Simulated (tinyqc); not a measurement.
# Worked calculation: thermoelectric coefficients of a parabolic band, Landauer integrals

Numbers from tinyqc (`OMP_NUM_THREADS=1 python tinyqc.py 2800011 2800012 out.jsonl`; about 0.06 s on one thread of a shared Intel Xeon 2.30GHz). Printed values are rounded.

Bulk parabolic band, x = (E - Ec)/kB T, C = hbar^2/(2 m0), kB T in eV. Modes per area gv m kB T x/(4 pi C) times the back-scattering length l0 x^rr give the transport function s0 X(x), s0 = (2 q^2/h) gv m kB T l0/(4 pi C), X = x^(1 + rr). I_k = int X (x - eta)^k w dx, w = 1/(4 cosh^2((x - eta)/2)).

Values chosen for this exercise:
```
symbol,value,unit,meaning
T,700,K,temperature
m,0.53,m0,mass of one valley
gv,3,,valleys
l0,14,nm,back-scattering length at x = 1
rr,0.5,,energy exponent of that length
kL,6.3,W/(m K),lattice thermal conductivity
eta,0,,reduced Fermi level (EF - Ec)/kB T
xa,0,,lower end of the grid
xe,12,,upper end of the grid
nE,17,,points of the grid
```

Constants: q = 1.602176634e-19 C, kB = 1.380649e-23 J/K, hbar = 1.054571817e-34 J s, h = 6.62607015e-34 J s, m0 = 9.1093837015e-31 kg, Vt = kB T/q, hbar^2/(2 m0) = 0.0380998212 eV nm^2. Results are converted to the units shown.

Range of the model: Parabolic bands, elastic scattering and a fixed kL make these model figures, not those of a material.

## The three integrals on a coarse grid

Simpson's rule on nE equally spaced points from xa to xe.

```
point        x         X           w         X w
0       0.0000         0        0.25           0
1       0.7500  0.649519    0.217895    0.141527
2       1.5000   1.83712    0.149146    0.274000
3       2.2500     3.375   0.0862579    0.291121
4       3.0000   5.19615   0.0451767    0.234745
5       3.7500   7.26184   0.0224494    0.163024
6       4.5000   9.54594   0.0108662    0.103728
7       5.2500   12.0293  0.00519288   0.0624665
8       6.0000   14.6969  0.00246651   0.0362501
9       6.7500   17.5370  0.00116814   0.0204857
10      7.5000   20.5396  5.52473e-4   0.0113476
11      8.2500   23.6963  2.61122e-4  0.00618763
12      9.0000        27  1.23379e-4  0.00333124
13      9.7500   30.4444  5.82879e-5  0.00177454
14     10.5000   34.0239  2.75349e-5  9.36845e-4
15     11.2500   37.7336  1.30070e-5  4.90800e-4
16     12.0000   41.5692  6.14414e-6  2.55407e-4
```

I_0, I_1, I_2 on this grid: 1.01931  2.87559  10.7353

Converged values are 1.0171, 2.8820 and 10.789; the grid is 0.21 % above the first and 0.50 % below the last.

## Coefficients of the electrons

converged I_0, I_1, I_2: 1.01714  2.88201  10.7891

sigma = s0 I_0, S = -(kB/q) I_1/I_0, Lorenz number L = (kB/q)^2 [I_2/I_0 - (I_1/I_0)^2], kappa_e = L sigma T.

s0 = 2172.99 S/cm
sigma = 2210.24 S/cm
S = -244.167 uV/K
L = 1.91501 x 1e-8 V^2/K^2
kappa_e = 2.96284 W/(m K)

L is 22 % below the Sommerfeld value (pi^2/3)(kB/q)^2 = 2.443e-8 V^2/K^2. The non-degenerate form -(kB/q)(2 + rr - eta) gives -215 uV/K, 12 % below S in size.

## Power factor and figure of merit

Power factor S^2 sigma, ZT = S^2 sigma T/(kappa_e + kL).

power factor = 13.1769 mW/(m K^2)
ZT = 0.995790
electronic share of kappa = 31.9863 %
